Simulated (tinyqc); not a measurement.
Ion implantation: universal nuclear stopping, Lindhard-Scharff electronic stopping and a Gaussian range profile: one step, computed by the program tinyqc.

An ion slows by elastic collisions with screened nuclei and by friction with electrons; channelling is ignored and the target is uniform.

Task: Damage. Kinchin-Pease count with efficiency 0.8: N_d = 0.8 nu/(2 E_d), taking all of nu as damage energy (an upper estimate, as recoils also lose energy to electrons). Spread over a depth R_p + dR_p, displacements per atom = Q N_d/(N (R_p + dR_p)).

Inputs (values chosen for the exercise, modelled on nitrogen ions in copper): ion mass M1 = 14 u; target mass M2 = 63.55 u; target density N = 84.9 1/nm^3; dose Q = 3.7e+14 1/cm^2; displacement energy E_d = 30 eV.

energy lost to nuclei nu = 8.610438 keV

projected range R_p = 16.22142 nm

straggle dR_p = 4.159466 nm

Give: displacements per ion N_d; displacements per atom.

Result:

displacements per ion N_d = 114.81

displacements per atom = 0.24549

One displacement per atom would need a dose of 1.5e15 per cm^2 if no defects annealed. Caution: the estimates of R_p and dR_p assume mainly nuclear stopping and an ion not much lighter than the target; here they are rough, and for light ions in heavy targets the straggle can be low by a factor of two or more. Caution: above a few tenths of a displacement per atom cascades overlap, so the count overstates new damage; heavy ions turn silicon and germanium amorphous at such levels, while light ions such as boron and metal targets anneal much of the damage.
